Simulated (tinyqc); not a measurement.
# On-chip interconnect, size-dependent resistivity and RC delay: what changes with what

A rectangular line between two neighbours and two ground planes. Surface and grain-boundary scattering are added to the bulk resistivity as corrections; capacitances are parallel-plate values without fringing; inductance is ignored.

Values chosen for this exercise; metal values close to those of copper: bulk resistivity rho0 = 1.72 uohm cm; bulk mean free path lam = 38.8 nm; specular share of surface scattering ps = 0; reflection coefficient of grain boundaries Rg = 0.53; grain size over the metal width gr = 1.5; drawn line width wd = 72 nm; aspect ratio, height over width AR = 1.4; liner on both walls and the bottom, not conducting tl = 2.5 nm; space to the neighbouring lines sp = 110 nm; dielectric height to the planes above and below hd = 140 nm; relative permittivity of the dielectric ek = 3.9; Miller factor of the neighbours Mf = 1; line length Lw = 15 um; driver resistance Rd = 1100 ohm; load capacitance Cl = 2.2 fF; bulk resistivity of the second metal (close to ruthenium) rho2 = 7.69 uohm cm; mean free path of the second metal lam2 = 6.74 nm; liner of the second metal tl2 = 0.4 nm.

Constants: eps0 = 8.8541878128e-12 F/m. Results are converted to the units shown.

Each table varies one quantity; the others keep the values above.

## Delay against the space to the neighbouring lines

Metal width x = wd - 2 tl, height y = AR wd - tl; grain boundaries (Mayadas-Shatzkes): al = (lam/(gr x)) Rg/(1 - Rg), g = 1/[1 - 3 al/2 + 3 al^2 - 3 al^3 ln(1 + 1/al)] - 1; surfaces (Fuchs-Sondheimer, thick limit): s = (3/8) lam (1 - ps)(1/x + 1/y); rho = rho0 (1 + g + s); r = rho/(x y); c = eps0 ek (2 wd/hd + 2 Mf AR wd/sp). Elmore delay tE = Rd (c Lw + Cl) + r Lw (c Lw/2 + Cl); t50 is the time at which the far end of a ladder of 30 pi sections (half capacitances at both ends, Cl at the far end, a step applied through Rd) reaches half the step; line share r Lw/(Rd + r Lw); estimate 0.69 Rd (c Lw + Cl) + 0.38 r c Lw^2 + 0.69 r Lw Cl.

The same in every row: rho (uohm cm) = 3.401; r (ohm/um) = 5.164; line share of the resistance (%) = 6.579.

Results:
```
sp (nm)  c (fF/um)  tE (ps)  t50 (ps)  estimate (ps)
36          0.2289    6.500     4.530          4.494
50          0.1747    5.575     3.884          3.854
70          0.1350    4.896     3.410          3.384
97          0.1073    4.423     3.079          3.056
190        0.07216    3.823     2.660          2.641
260        0.06229    3.654     2.542          2.524
360        0.05486    3.527     2.453          2.436
```

Estimate the missing row, sp = 130 nm.

Computed row:
```
sp (nm)  c (fF/um)  tE (ps)  t50 (ps)  estimate (ps)
130        0.08907    4.112     2.862          2.841
```

With this row back in the table: As sp goes from 36 to 360, r stays at 5.16 ohm/um, c falls from 0.229 to 0.0549 fF/um and t50 falls from 4.53 to 2.45 ps. t50/tE lies between 0.695 and 0.697, and the estimate is within 0.78 % of t50.

## Two metals against line width

Metal width x = wd - 2 tl, height y = AR wd - tl; grain boundaries (Mayadas-Shatzkes): al = (lam/(gr x)) Rg/(1 - Rg), g = 1/[1 - 3 al/2 + 3 al^2 - 3 al^3 ln(1 + 1/al)] - 1; surfaces (Fuchs-Sondheimer, thick limit): s = (3/8) lam (1 - ps)(1/x + 1/y); rho = rho0 (1 + g + s); r = rho/(x y). The second metal has rho2, lam2 and tl2 in place of rho0, lam and tl; ps, Rg, gr and AR are shared.

Two metals against line width:
```
wd (nm)  rho, first (uohm cm)  rho, second (uohm cm)  r, first (ohm/um)  r, second (ohm/um)  ratio second/first
8                      35.345                 19.707              13542              2534.3             0.18714
10                     22.385                 17.152             3893.1              1370.8             0.35211
13                     14.904                 14.872             1186.6              684.85             0.57713
17                     10.649                 13.133             416.65              346.44             0.83148
22                     8.0997                 11.872             168.36              184.21              1.0942
30                     6.1105                 10.744             61.878              88.451              1.4294
45                     4.5001                 9.7214             18.596              35.134              1.8894
70                     3.4517                 8.9952             5.5605              13.319              2.3952
120                    2.7111                 8.4519             1.4245              4.2306              2.9699
```

The resistivity of the first metal falls from 35.3 to 2.71 uohm cm and that of the second goes from 19.7 to 8.45 uohm cm as the line widens. The products rho0 lam, which set the size effect, are 66.7 and 51.8 uohm cm nm. The two resistances cross at wd = 20.1 nm: below it the second metal gives the lower line resistance. For widths well under the mean free path the thick-limit surface term is only a guide.

Numbers from tinyqc (`OMP_NUM_THREADS=1 python tinyqc.py 2100116 2100117 out.jsonl`; about 0.01 s on one thread of a shared Intel Xeon 2.30GHz).
